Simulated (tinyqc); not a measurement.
From results back to parameters: interband optics of a two-band s-p chain from momentum matrix elements. Two cases, with inputs chosen for the exercise.

Problem. At k = 0 the chain has the gap D0 = Es - Ep_ - 2 (ts + tp), w0 = 4 a^2 V^2, and masses 2c/mc = 2 ts a^2 + 2 w0/D0, 2c/mv = 2 tp a^2 + 2 w0/D0 (c = hbar^2/2m0, mv positive for holes). The oscillator strength there is f0 = w0/(c D0). V, ts and tp are hidden.

Constants: hbar^2/2m0 = 3.80998211 eV angstrom^2.

Case 1.

Values chosen: a = 3.14 angstrom (period).
D0 = 3.3900 eV
f0 = 8.51588

mc, mv (m0): 0.100091  0.102752

Case 2.

Values chosen: a = 4.45 angstrom (period).
D0 = 3.7000 eV
f0 = 1.69973

mc, mv (m0): 0.224496  0.311816

Find: V; ts; tp.

Solution. w0 = f0 c D0 gives V; 1/mc - f0 = ts a^2/c and 1/mv - f0 = tp a^2/c.

Case 1.

V = 1.67 eV
ts = 0.57 eV
tp = 0.47 eV

Case 2.

V = 0.55 eV
ts = 0.53 eV
tp = 0.29 eV

Computed by tinyqc, one run a case: `OMP_NUM_THREADS=1 python tinyqc.py N N+1 out.jsonl` with N = 1680702, 1680705; one thread of a shared Intel(R) Xeon(R) Processor @ 2.30GHz, about 0.01 s a run at most.
